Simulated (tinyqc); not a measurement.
Inside a calculation. Model: FinFET, parasitic resistance, capacitance and delay.

tinyqc, about 0.03 s, one thread, Intel Xeon 2.30GHz (shared host): `OMP_NUM_THREADS=1 python tinyqc.py 2170045 2170046 out.jsonl` Printed values are rounded.

Nf fins under one contact; each has gated perimeter p = 2 Hf + Wf and cross-section A = Hf Wf; contact width Wc = Nf pf, stack height Hs = Hf. Contact length Lc = CPP - Lg - 2 Lsp, shared by two neighbouring gates. Source and drain sides are equal. The formulas are first-order estimates, not field solutions.

Values chosen for this exercise; values close to those of silicon logic devices:
- T = 300 K (temperature)
- Nf = 2 (number of fins)
- Hf = 46 nm (fin height)
- Wf = 8 nm (fin width)
- pf = 24 nm (fin pitch)
- CPP = 54 nm (contacted gate pitch)
- Lg = 18 nm (gate length)
- Lsp = 4 nm (spacer length)
- ks = 4.5 (relative permittivity of the spacer)
- Hc = 30 nm (gate height above the channel stack)
- rc = 2.5e-9 ohm cm^2 (contact resistivity)
- re = 0.00069 ohm cm (resistivity of the source-drain epitaxy)
- te = 25 nm (current-carrying depth of the epitaxy)
- rx = 0.00051 ohm cm (resistivity of the extension)
- Lov = 2 nm (gate overlap)
- Cinv = 2.6 uF/cm^2 (inversion capacitance)
- vx = 1.3e7 cm/s (injection velocity)
- mu = 150 cm^2/(V s) (apparent mobility)
- VT = 0.2 V (threshold at zero drain voltage)
- dl = 0.043 V/V (barrier lowering)
- n = 1.09 (subthreshold factor)
- Cw = 0.27 fF (wire load)
- Vdd = 0.75 V (supply voltage)

Constants: q = 1.602176634e-19 C, kB = 1.380649e-23 J/K, eps0 = 8.8541878128e-12 F/m, Vt = kB T/q. Results are converted to the units shown.

## Geometry and resistances

Epitaxy sheet resistance Rsh = re/te, transfer length LT = sqrt(rc/Rsh), contact Rc = [sqrt(rc Rsh)/Wc] coth(Lc/(2 LT)); extension of one fin Rx = rx Lsp/A. Effective width N p; for equal currents one side has Rc + Rx/N.

Lc = 28 nm
effective width = 200 nm
Rsh = 276 ohm
LT = 30.0965 nm
Rc = 398.478 ohm
Rx = 55.4348 ohm
one side times effective width = 85.2391 ohm um

Lc/2 is 0.47 transfer lengths, and Rc is 7.1 % above the area limit rc/(Wc Lc/2). The contact makes up 93.5 % of one side.

## Capacitances

With N fins: gate Cg = Cinv p N Lg; per side, plate Cp = ks eps0 [Wc (Hs + Hc) - N A]/Lsp, top fringe Cf = (2/pi) ks eps0 Wc ln(1 + Lg/(2 Lsp)), overlap Co = Cinv p N Lov. Cs = Cp + Cf + Co. An inverter of two such devices driving an equal one has the load CL = 2 (Cg + 2 Cs) + 4 Cs + Cw (its own drains counted twice for the Miller effect).

Cg = 93.6 aF
Cp = 29.0063 aF
Cf = 1.43506 aF
Co = 10.4 aF
CL = 783.931 aF

The channel capacitance gives 23.9 % of CL, the parasitic parts 41.7 % and the wire 34.4 %.

## Iteration 1: fin currents at Vgs = Vdd, Vds = Vdd/2

I at the start (uA): fin 1 0, fin 2 0

One fin: I = p Q vx u/(1 + |u|^1.8)^(1/1.8), Q = Cinv n Vt ln(1 + exp((Vg' - VT + dl Vd')/(n Vt))), u = Vd' mu/(vx Lg), Vg' = Vgs - v, Vd' = Vds - 2 v, with the drop on each side v = Rc (sum of I) + Rx I. I(new) = I + 0.5 (I(out) - I).

drop v (mV): fin 1 0, fin 2 0
I(out) (uA): fin 1 172.420, fin 2 172.420
I after iteration 1 (uA): fin 1 86.2102, fin 2 86.2102

## Iteration 2: fin currents at Vgs = Vdd, Vds = Vdd/2

As before.

drop v (mV): fin 1 73.4847, fin 2 73.4847
I(out) (uA): fin 1 130.984, fin 2 130.984
I after iteration 2 (uA): fin 1 108.597, fin 2 108.597

## Course of the iteration: fin currents at Vgs = Vdd, Vds = Vdd/2

Stop when the largest change of I is below 1e-6 uA, or after 80 iterations.

Course of the iteration:
```
iteration  total I (uA)  largest |change| of one entry (uA)
1               172.420                                86.2
2               217.194                                22.4
3               225.708                                4.26
4               227.084                               0.688
5               227.298                               0.107
6               227.331                              0.0165
7               227.336                             2.55e-3
8               227.337                             3.94e-4
9               227.337                             6.08e-5
10              227.337                             9.39e-6
11              227.337                             1.45e-6
12              227.337                             2.24e-7
```

Converged in 12 iterations. At the end each change is about 0.15 times the one before: linear convergence.

## Effective current, delay and energy

IH = I(Vdd, Vdd/2) = 227.337 uA
IL = I(Vdd/2, Vdd), solved likewise = 103.563 uA

Ieff = (IH + IL)/2, delay CL Vdd/(2 Ieff), energy CL Vdd^2, with CL the load of an inverter that drives an equal one.

Ieff = 165.450 uA
delay = 1.77682 ps
energy = 440.961 aJ

Without any series resistance Ieff would be 240 uA, so the resistances cost 31.1 %.
